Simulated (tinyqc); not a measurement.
What each parameter does: six-band hole subbands of a thin body in a field.

Basis X, Y, Z times spin, hole energies counted downwards from the unstrained edge (the hydrostatic shift is left out), c = hbar^2/2m0. For a symmetric tensor T let C(T) have C_XX = L Txx + M (Tyy + Tzz), C_XY = N Txy (cyclic), L = c (g1 + 4 g2), M = c (g1 - 2 g2), N = 6 c g3. k = q + kz n, n the unit normal, q = k1 u + k2 v with u along the channel [1-10] and v = n x u. H = C(k k^T) + (Dso/3)(1 - L.sigma) - B + e F z with (L_k)_ij = -i epsilon_kij; B is the block C built from the traceless strain with 2b, -b and sqrt(3) d in place of L, M, N. Strain: exx = eyy = (s11 + s12) sx/2, ezz = s12 sx, exy = -s44 sx/4. Hard walls at z = 0 and t; basis sin(j pi z/t), j = 1 to Nz: kz^2 = (j pi/t)^2, kz = -i D with D_jl = 4 j l/(t (j^2 - l^2)), z_jj = t/2 and z_jl = -8 t j l/(pi (j^2 - l^2))^2 for j + l odd; 1 MV/cm = 0.01 eV/angstrom.

Nz = 14. E1 is the top subband at q = 0, gap the distance to the next pair, and the masses are c q^2/(E(q) - E1) at |q| = 0.02 1/angstrom (mean of the spin pair) along the channel [1-10] and across it in the plane; a dash marks a band that does not rise.

Constants: hbar^2/2m0 = 3.80998211 eV angstrom^2.

Inputs chosen for the exercise (near those of a p-type Si channel; the results hold for these values, not for the real material): g1 = 4.27 (Luttinger gamma1); g2 = 0.34 (gamma2); g3 = 1.44 (gamma3); Dso = 0.044 eV (spin-orbit splitting); b = -2.07 eV (tetragonal potential); d = -4.71 eV (trigonal potential); S = (7.83, -2.1, 12.55) 1/TPa (compliances s11, s12, s44); face = 110 (surface); t = 95 angstrom (body thickness); F = 0.2 MV/cm (field across the body); sx = -1.5 GPa (stress along the channel [1-10], negative in compression).

Six bands. Each row changes one parameter from the base and keeps the others.

Results:
```
case             E1 (meV)  gap (meV)  m channel (m0)  m across (m0)
base                 -2.5       28.8           0.115          0.279
t = 85 angstrom      -2.5       28.8           0.115          0.279
F = 0.5 MV/cm        30.3       52.9           0.115          0.279
sx = -2 GPa         -20.2       28.8           0.114          0.279
g3 = 1.34             7.3       36.6           0.119          0.279
g2 = 0.39            -0.5       30.4           0.115          0.287
Dso = 0.066 eV        2.8       29.1           0.116          0.280
d = -3.77 eV          5.1       28.8           0.115          0.279
```

The largest shifts from the base row, up to three for each result and ties (the steps differ in size, so this ranks the rows, not the parameters). E1 (meV): F +32.8, sx -17.7, g3 +9.8; unchanged at the printed digits by t. gap (meV): F +24.1, g3 +7.7, g2 +1.6; unchanged at the printed digits by t, sx and d. m channel (m0): g3 +0.004, Dso +0.001, sx -0.000; unchanged at the printed digits by t, F, g2 and d. m across (m0): g2 +0.008, Dso +0.001; unchanged at the printed digits by t, F, sx, g3 and d.

Program tinyqc; command `OMP_NUM_THREADS=1 python tinyqc.py 1282142 1282143 out.jsonl`; about 0.4 s on one thread of a shared Intel(R) Xeon(R) Processor @ 2.30GHz.
